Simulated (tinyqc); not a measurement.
From results back to parameters: exchange-split free-electron bands and tunnelling magnetoresistance. Four cases, with inputs chosen for the exercise.

Problem. The electron density n_up + n_dn and the polarisation of the density of states, P = (k_up - k_dn)/(k_up + k_dn), are given; EF and Dx are hidden.

Majority and minority bands E = c k^2/m -/+ Dx/2, c = hbar^2/2m0, so k_up = sqrt(m (EF + Dx/2)/c), k_dn = sqrt(m (EF - Dx/2)/c); n_s = k_s^3/(6 pi^2), D_s = m k_s/(4 pi^2 c).

Constants: hbar^2/2m0 = 3.80998211 eV angstrom^2.

Case 1.

Values chosen: m = 1.33 m0 (mass in the electrodes).
n = 0.0761831 1/angstrom^3
P = 0.500738

Case 2.

Values chosen: m = 1.37 m0 (mass in the electrodes).
n = 0.120454 1/angstrom^3
P = 0.403737

Case 3.

Values chosen: m = 0.93 m0 (mass in the electrodes).
n = 0.0422640 1/angstrom^3
P = 0.260414

Case 4.

Values chosen: m = 0.9 m0 (mass in the electrodes).
n = 0.0368894 1/angstrom^3
P = 0.307916

Find: k_up, k_dn; EF; Dx.

Solution. k_dn/k_up = (1 - P)/(1 + P); n then fixes k_up; EF is the mean and Dx the difference of the two kinetic energies.

Case 1.

k_up, k_dn (1/angstrom): 1.6326  0.5431

EF = 4.24 eV
Dx = 6.79 eV

Case 2.

k_up, k_dn (1/angstrom): 1.8782  0.7978

EF = 5.79 eV
Dx = 8.04 eV

Case 3.

k_up, k_dn (1/angstrom): 1.2769  0.7493

EF = 4.49 eV
Dx = 4.38 eV

Case 4.

k_up, k_dn (1/angstrom): 1.2391  0.6557

EF = 4.16 eV
Dx = 4.68 eV

Computed by tinyqc, one run a case: `OMP_NUM_THREADS=1 python tinyqc.py N N+1 out.jsonl` with N = 1651641, 1651645, 1651678, 1651754; one thread of a shared Intel(R) Xeon(R) Processor @ 2.30GHz, about 0.01 s a run at most.
